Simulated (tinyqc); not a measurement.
## The bottom gap that matches the currents

Problem. Photon flux above E from a black body at temperature T into a hemisphere: Phi(E, T) = A sum_k exp(-k E/th)[E^2 th/k + 2 E th^2/k^2 + 2 th^3/k^3], k = 1, 2, ..., with th = kB T/q in eV and A = 2 pi q^3/(h^3 c^2). In a two-junction cell the top cell (gap E1) absorbs every photon above E1 and the bottom cell (gap E2) every photon between E2 and E1, one electron each; the sun fills the share fs X of the hemisphere. The currents match when Phi(E2, Ts) = 2 Phi(E1, Ts). Find E2 and the matched current q fs X Phi(E1, Ts).

Values chosen for this exercise:
```
symbol    value  unit                                    meaning
Ts         5760     K          temperature of the black-body sun
fs      2.16e-5        share of the hemisphere filled by the sun
X          1000                                    concentration
```

Constants: q = 1.602176634e-19 C, kB = 1.380649e-23 J/K, h = 6.62607015e-34 J s, c = 299792458 m/s. Results are converted to the units shown.

E1 = 1.8346356 eV

Solution. Phi falls steadily with energy, so the condition has one root below E1.

E2 = 1.21 eV
matched current = 2.42e4 mA/cm^2

tinyqc, about 0.01 s, one thread, Intel Xeon 2.30GHz (shared host): `OMP_NUM_THREADS=1 python tinyqc.py 2820108 2820109 out.jsonl`
